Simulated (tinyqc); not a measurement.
Mass and g factor above the band edge: five-level k.p model folded onto the conduction band.

Second-order sums for the lowest conduction level at E: 1/m = 1 + Cm + (Ep/3)(2/E + 1/(E + Dso)) - (Ep2/3)(2/(E7 + D2 - E) + 1/(E7 - E)); g/2 = 1 + Cg - (Ep/3)(1/E - 1/(E + Dso)) - (Ep2/3)(1/(E7 - E) - 1/(E7 + D2 - E)). E is counted from the top of the valence band; E = Eg at the edge.

Inputs chosen for the exercise (near those of InP; shifted at random, so the results belong to these values and not to a real crystal): Eg = 1.428 eV (gap at Gamma to the s-like level); Dso = 0.108 eV (spin-orbit splitting); Ep = 20.5 eV (Kane energy); E7 = 4.68 eV (upper Gamma7 conduction level, from the valence top); D2 = 0.07 eV (its spin-orbit splitting, Gamma8 above Gamma7); Ep2 = 2.5 eV (Kane energy to the upper levels); Cm = -1.6 (remote term in 1/m); Cg = -0.02 (remote term in g/2).

The sums are evaluated at E = Eg + dE, as is done for confined or hot electrons.

Results:

| dE (meV) | m(E) | g(E) | m(E)/m(Eg) | 1 + dE/Eg |
|---|---|---|---|---|
| 0 | 0.0790 | 1.276 | 1.0000 | 1.0000 |
| 20 | 0.0802 | 1.294 | 1.0156 | 1.0140 |
| 50 | 0.0821 | 1.319 | 1.0390 | 1.0350 |
| 100 | 0.0852 | 1.358 | 1.0785 | 1.0700 |
| 150 | 0.0883 | 1.393 | 1.1185 | 1.1050 |
| 200 | 0.0915 | 1.426 | 1.1590 | 1.1401 |
| 300 | 0.0981 | 1.482 | 1.2417 | 1.2101 |

What does the comparison show?

Over 300 meV the mass grows by 24.2 %, against 21.0 % for two levels alone, and g moves from 1.276 to 1.482, towards the free value 2.

Run: tinyqc, `OMP_NUM_THREADS=1 python tinyqc.py 1050273 1050274 out.jsonl`; Intel(R) Xeon(R) Processor @ 2.30GHz, one thread, shared host; about 0.01 s of CPU time with all checks.
